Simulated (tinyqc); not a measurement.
Worked calculation: UHF in the sto-6g basis, for H3, spin multiplicity 2. One step of it, computed by the program tinyqc.

Question. Iteration 2: building the Fock matrix. J_ij = sum D_kl (ij|kl) with D = D(alpha) + D(beta), K_ij = sum D_kl (ik|jl) for each spin; F = H + J - K(s); E = tr D H + tr D J / 2 - 0.5 sum_s tr D(s) K(s) + E_nn.

D(alpha) after iteration 1:
```
           1H 1s     2H 1s      3H 1s
1H 1s   1.144019  0.021087  -0.603212
2H 1s   0.021087  0.216183   0.324609
3H 1s  -0.603212  0.324609   0.840375
```

D(beta) after iteration 1:
```
          1H 1s     2H 1s     3H 1s
1H 1s  0.115658  0.187973  0.134604
2H 1s  0.187973  0.305504  0.218766
3H 1s  0.134604  0.218766  0.156655
```

core Hamiltonian H = T + V (hartree):
```
           1H 1s      2H 1s      3H 1s
1H 1s  -1.344134  -0.703102  -0.702801
2H 1s  -0.703102  -1.344304  -0.703248
3H 1s  -0.702801  -0.703248  -1.344189
```

Two-electron integrals (ij|kl) in chemists' order, unique and non-zero (hartree):
```
(11|11) 0.774999   (21|11) 0.228873   (21|21) 0.092732   (22|11) 0.419271
(22|21) 0.228873   (22|22) 0.774999   (31|11) 0.228750   (31|21) 0.081367
(31|22) 0.173729   (31|31) 0.092644   (32|11) 0.173802   (32|21) 0.081416
(32|22) 0.228933   (32|31) 0.081383   (32|32) 0.092775   (33|11) 0.419177
(33|21) 0.173778   (33|22) 0.419316   (33|31) 0.228750   (33|32) 0.228933
(33|33) 0.774999
```

nuclear repulsion = 1.32841438 hartree

Give: Coulomb J; exchange K(alpha); exchange K(beta); F(alpha); F(beta); total energy of this density.

Answer.

Coulomb J (hartree):
```
        1H 1s   2H 1s   3H 1s
1H 1s  1.6831  0.6320  0.6425
2H 1s  0.6320  1.5322  0.6252
3H 1s  0.6425  0.6252  1.6265
```

exchange K(alpha) (hartree):
```
        1H 1s   2H 1s   3H 1s
1H 1s  0.7710  0.3194  0.2510
2H 1s  0.3194  0.4117  0.3527
3H 1s  0.2510  0.3527  0.6534
```

exchange K(beta) (hartree):
```
        1H 1s   2H 1s   3H 1s
1H 1s  0.3157  0.2955  0.2598
2H 1s  0.2955  0.4702  0.3095
3H 1s  0.2598  0.3095  0.3528
```

F(alpha) (hartree):
```
         1H 1s    2H 1s    3H 1s
1H 1s  -0.4321  -0.3905  -0.3113
2H 1s  -0.3905  -0.2238  -0.4307
3H 1s  -0.3113  -0.4307  -0.3711
```

F(beta) (hartree):
```
         1H 1s    2H 1s    3H 1s
1H 1s   0.0233  -0.3667  -0.3202
2H 1s  -0.3667  -0.2823  -0.3876
3H 1s  -0.3202  -0.3876  -0.0705
```

total energy of this density = -1.370312 hartree
